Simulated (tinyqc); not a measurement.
Resistance of a source-drain extension with a graded tip: two steps of the calculation.

y runs along the channel, the gate covers y > 0. The doping is N0 for y < y0 and N0 10^(-(y - y0)/la) beyond, uniform over the depth xj. Sheet conductance s(y) = q mu(N) max(N - Nch, 0) xj + (for y > 0) ma Cox Vo, with mu(N) = u0 + (u1 - u0)/(1 + (N/Nr)^au) and Cox = eps0 eox/tox. Current is taken as one-dimensional; depletion of the tip, spreading and the contact are left out. The metallurgical junction lies at yj, where N = Nch.

Parameters, values chosen for the exercise; mobility law close to that of electrons in silicon: relative permittivity of the gate insulator (close to silicon dioxide) eox = 3.9; insulator thickness tox = 3.5 nm; active doping of the extension far from the gate N0 = 1.4e20 cm^-3; lateral abruptness la = 1.5 nm/decade; position under the gate where the fall begins (gate edge at 0) y0 = 4.4 nm; depth of the extension xj = 22 nm; channel doping Nch = 2.2e18 cm^-3; gate overdrive Vo = 0.53 V; mobility of the gate-induced layer ma = 110 cm^2/(V s); mobility at low doping u1 = 1414 cm^2/(V s); mobility at high doping u0 = 68.5 cm^2/(V s); reference doping Nr = 9.2e16 cm^-3; exponent au = 0.711; gate length Lg = 50 nm.

Constants: q = 1.602176634e-19 C, eps0 = 8.8541878128e-14 F/cm where lengths are in cm. Results are converted to the units shown.

Task 1. Sheet resistances and junction position. yj = y0 + la log10(N0/Nch); sheet resistance of the full extension 1/[q mu(N0)(N0 - Nch) xj] and of the gate-induced layer 1/(ma Cox Vo); metallurgical length Lg - 2 yj; ye is where the doped and the gate-induced conductances are equal.

Give: yj; sheet resistance of the extension; sheet resistance of the induced layer; metallurgical length; ye; N at ye.

Result 1.

yj = 7.106 nm
sheet resistance of the extension = 271.6 ohm/square
sheet resistance of the induced layer = 1.739e4 ohm/square
metallurgical length = 35.79 nm
ye = 6.869 nm
N at ye = 3.165e18 cm^-3

The gate takes over 0.237 nm before the junction, where N is still 1.44 times the channel doping.

Task 2. Resistance of the overlapped part. Midpoint rule on 9 equal steps from 0 to yj: R_ov = sum h/s(y), per width.

Find: y; N; doped conductance; sheet resistance; R_ov.

Result 2.

```
point  y (nm)  N (cm^-3)  doped conductance (uS)  sheet resistance (ohm/square)
0      0.3948   1.400e20                    3682                          267.4
1       1.184   1.400e20                    3682                          267.4
2       1.974   1.400e20                    3682                          267.4
3       2.763   1.400e20                    3682                          267.4
4       3.553   1.400e20                    3682                          267.4
5       4.342   1.400e20                    3682                          267.4
6       5.132   4.553e19                    1293                          740.7
7       5.921   1.355e19                   424.4                           2075
8       6.711   4.033e18                   99.61                           6364
```

R_ov = 8.514 ohm um

Numbers from tinyqc (`OMP_NUM_THREADS=1 python tinyqc.py 2282070 2282071 out.jsonl`; about 0.05 s on one thread of a shared Intel Xeon 2.30GHz).
